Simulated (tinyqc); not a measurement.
Free and nearly free electrons in a metal: sweeps and comparisons. A value that a table varies takes the place of the one given here.

The cubic cell holds 4 atoms: n = 4 z/a^3, kF = (3 pi^2 n)^(1/3), EF = c kF^2/m, vF = 2 c kF/(m hbar), c = hbar^2/2m0; rs = (3/(4 pi n))^(1/3)/a0; D(EF) = 3 n/(2 EF).

Square wire of width w with grain size w: rho/rho0 = 1/(1 - 3 al/2 + 3 al^2 - 3 al^3 ln(1 + 1/al)) + (3/4) (1 - p) l/w, with al = (l/w) Rg/(1 - Rg) (Mayadas-Shatzkes plus the thick-wire form of Fuchs-Sondheimer); l = hbar kF/(n e^2 rho), e = 1.602176634e-19 C.

Constants: hbar^2/2m0 = 3.80998211 eV angstrom^2; hbar = 6.58211957e-16 eV s; a0 (Bohr radius) = 0.5291772105 angstrom.

Parameters, chosen for this exercise (near those of Ca; not measured data): a = 5.538 angstrom (fcc lattice constant); z = 2 (free electrons an atom); m = 1 m0 (mass); rho = 3.61 micro-ohm cm (bulk resistivity); p = 0.5 (specularity of the surfaces); Rg = 0.5 (reflection at grain boundaries); w = 30 nm (wire width).

## Resistivity of narrow wires

Wires:

| w (nm) | al | grain term (factor - 1) | surface term | rho (micro-ohm cm) |
|---|---|---|---|---|
| 200 | 0.135 | 0.195 | 0.051 | 4.50 |
| 100 | 0.270 | 0.384 | 0.101 | 5.36 |
| 50 | 0.540 | 0.755 | 0.202 | 7.07 |
| 30 | 0.900 | 1.243 | 0.337 | 9.31 |
| 20 | 1.350 | 1.848 | 0.506 | 12.11 |
| 14 | 1.928 | 2.624 | 0.723 | 15.69 |
| 10 | 2.699 | 3.655 | 1.012 | 20.46 |
| 7 | 3.856 | 5.200 | 1.446 | 27.60 |

l = 26.99 nm

How do the results move?

At 7 nm the resistivity is 7.65 times the bulk value; grain boundaries add more (5.20 from grains, 1.45 from surfaces). It passes twice the bulk value between 50 and 30 nm. The surface formula is meant for w above l = 27 nm, so the rows below that are rough.

## What sets the wire resistivity

All results formed anew. Each row changes one parameter from the base and keeps the others.

Results:

| case | EF (eV) | l (nm) | wire rho (micro-ohm cm) |
|---|---|---|---|
| base | 4.756 | 26.99 | 9.314 |
| a = 5.704 angstrom | 4.483 | 28.64 | 9.655 |
| m = 1.2 m0 | 3.963 | 26.99 | 9.314 |
| rho = 4.332 micro-ohm cm | 4.756 | 22.50 | 10.055 |
| p = 0.8 | 4.756 | 26.99 | 8.583 |
| Rg = 0.35 | 4.756 | 26.99 | 7.281 |
| w = 21 nm | 4.756 | 26.99 | 11.710 |

What does this show?

The largest shifts from the base row, up to three for each result and ties (the steps differ in size, so this ranks the rows, not the parameters). EF (eV): m -0.793, a -0.273; unchanged at the printed digits by rho, p, Rg and w. l (nm): rho -4.50, a +1.64; unchanged at the printed digits by m, p, Rg and w. wire rho (micro-ohm cm): w +2.396, Rg -2.033, rho +0.741; unchanged at the printed digits by m. The mass drops out of l at given rho, because vF falls and tau rises by the same factor.

tinyqc: `OMP_NUM_THREADS=1 python tinyqc.py 1682028 1682029 out.jsonl`; about 0.01 s, one thread, shared Intel(R) Xeon(R) Processor @ 2.30GHz.
